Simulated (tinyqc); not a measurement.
# MOSFET in the linear regime without short-channel effects, parameter extraction from computed curves: extraction methods against the temperature

Inversion charge Q = Cox n Vt W0(exp((Vg - VT)/(n Vt))), W0 the Lambert function and n = nf; u = Q/Cox; mobility mu = mu0/(1 + th1 u + th2 u^2); channel resistance Rch = (L - dL)/(W mu Q); Id = Vd/(Rch + Rsd/W). Cox = eps0 eox/tox. Small Vd, no channel-length or drain effects.

From the continuous curve Id(Vg): tangent at peak gm (V_ext = Vg - Id/gm); constant current Id = 0.1 uA W/L; peak of d2Id/dVg2; Y = Id/sqrt(gm) drawn through Vg = VT + 0.6 and VT + 0.8 V, with intercept VT_Y and slope s. Mobilities gm,max L/(W Cox Vd) and s^2 L/(W Cox Vd) with the drawn L. Last column: share of Rsd/W in the total resistance at VT + 0.8 V.

Values chosen for this exercise; channel values of the order met in silicon transistors: relative permittivity of the gate insulator (close to silicon nitride) eox = 7.59; insulator thickness tox = 11 nm; low-field mobility mu0 = 150 cm^2/(V s); first mobility attenuation factor th1 = 0.6 1/V; second mobility attenuation factor th2 = 0 1/V^2; threshold voltage VT = 0.33 V; body factor nf = 1.09; gate width W = 1 um; drawn gate length L = 0.54 um; drawn less effective length dL = 0.004 um; source plus drain resistance Rsd = 290 ohm um; drain voltage Vd = 0.02 V.

Constants: q = 1.602176634e-19 C, kB = 1.380649e-23 J/K, Vt = kB T/q, eps0 = 8.8541878128e-14 F/cm where lengths are in cm. Results are converted to the units shown.

Extraction methods against the temperature:
```
T (K),V_ext (V),constant current (V),second derivative (V),VT_Y (V),mobility from gm (cm^2/(V s)),mobility from Y (cm^2/(V s)),series share (%)
77,0.336,0.401,0.329,0.352,125,148,2.54
110,0.336,0.404,0.328,0.357,121,146,2.51
150,0.336,0.406,0.327,0.362,117,145,2.49
220,0.335,0.407,0.325,0.369,111,142,2.45
300,0.332,0.406,0.322,0.374,106,138,2.41
370,0.328,0.403,0.319,0.376,102,135,2.38
450,0.323,0.398,0.315,0.376,98.2,132,2.34
```

What does the table show?

The model has VT = 0.33 V and mu0 = 150 cm^2/(V s). Over the table the extracted thresholds move by 13 mV (tangent), 8.7 mV (constant current), 13 mV (second derivative), 25 mV (Y function). The mobility from gm falls from 125 to 98.2 and that from Y falls from 148 to 132 cm^2/(V s).

tinyqc, about 0.01 s, one thread, Intel Xeon 2.30GHz (shared host): `OMP_NUM_THREADS=1 python tinyqc.py 2210108 2210109 out.jsonl`
